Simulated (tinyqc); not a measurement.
Changing the diffusion length L: surface photovoltage measurement of the minority-carrier diffusion length in a wafer. Computed by tinyqc, a small Python program. Command: `OMP_NUM_THREADS=1 python tinyqc.py 3130543 3130544 out.jsonl spv sweep`. One thread of a shared host (Intel(R) Xeon(R) Processor @ 2.30GHz), about 0.02 s of CPU time with the checks.

Low injection, steady light, a depletion layer much thinner than 1/alpha and L. The excess density dn is taken at the front edge of the neutral region; light that reaches the back is lost.

Inputs (values chosen for the exercise, modelled on p-type silicon at room temperature):

| quantity | value | unit |
|---|---|---|
| wafer thickness W | 300 | micrometre |
| diffusivity D | 32.6 | cm^2/s |
| front recombination velocity S_f | 1300 | cm/s |
| back recombination velocity S_b | 70000 | cm/s |
| photon flux entering | 3.3e+12 | 1/(cm^2 s) |
| minority density at the surface barrier scale n_0 | 4e+09 | 1/cm^3 |
| temperature T | 298 | K |
| wavelength | 987 | nm |
| relative noise of each reading | 0.2 | % |

normal deviates g for the noise: 0.65  -0.72  -0.73  0.18  1.15  0.87  -0.22

Constants: k_B = 8.617333262e-05 eV/K.

Method:
- alpha = (84.732/lambda - 76.417)^2 per cm with lambda in micrometre (an empirical fit for silicon between 0.7 and 1.05 micrometre).
- Thick wafer: dn = Phi L/((S_f + D/L)(L + 1/alpha)). Finite wafer, with s = S_b L/D, w = W/L, a = alpha L: dn = [Phi a/(a^2 - 1)] [a - B - exp(-alpha W)(a - s)/(cosh w + s sinh w)]/(S_f + B D/L), B = (sinh w + s cosh w)/(cosh w + s sinh w).
- Photovoltage V = (k_B T/e) ln(1 + dn/n_0). Lifetime = L^2/D.
- Readings y = (Phi/dn) (1 + noise x g) at 780, 830, 880, 920, 950, 975 and 995 nm; a least-squares line y = c (1/alpha + L_app) gives L_app = intercept/slope.

One run for each value:

| diffusion length L (micrometre) | apparent length L_app (micrometre) | error of L_app (rounded to 0.001) (%) | dn, finite wafer (1/cm^3) | B |
|---|---|---|---|---|
| 8 | 8.01 | 1.2300e-01 | 5.2132e+06 | 1.0000 |
| 15 | 15.01 | 4.1000e-02 | 1.6865e+07 | 1.0000 |
| 29 | 29.00 | -1.3000e-02 | 5.3954e+07 | 1.0000 |
| 54 | 53.84 | -2.9000e-01 | 1.4580e+08 | 1.0000 |
| 100 | 95.54 | -4.4580e+00 | 3.3400e+08 | 1.0045 |
| 190 | 146.19 | -2.3060e+01 | 6.0226e+08 | 1.0844 |
| 370 | 178.80 | -5.1677e+01 | 8.0086e+08 | 1.4773 |
| 700 | 190.54 | -7.2780e+01 | 8.7817e+08 | 2.4409 |
| 1300 | 194.12 | -8.5068e+01 | 9.0239e+08 | 4.3449 |
| 2500 | 195.22 | -9.2191e+01 | 9.0989e+08 | 8.2465 |

Describe the trends.

Over the rows, apparent length L_app (micrometre) rises from 8.01 to 195 (exponent d ln y / d ln x 1.00 between the first rows and 0.0086 between the last); error of L_app (rounded to 0.001) (%) falls from 0.123 to -92.2; dn, finite wafer (1/cm^3) rises from 5.21e6 to 9.10e8 (exponent d ln y / d ln x 1.9 between the first rows and 0.013 between the last).

Extremes, crossings and ranges named in words are read from the listed rows.
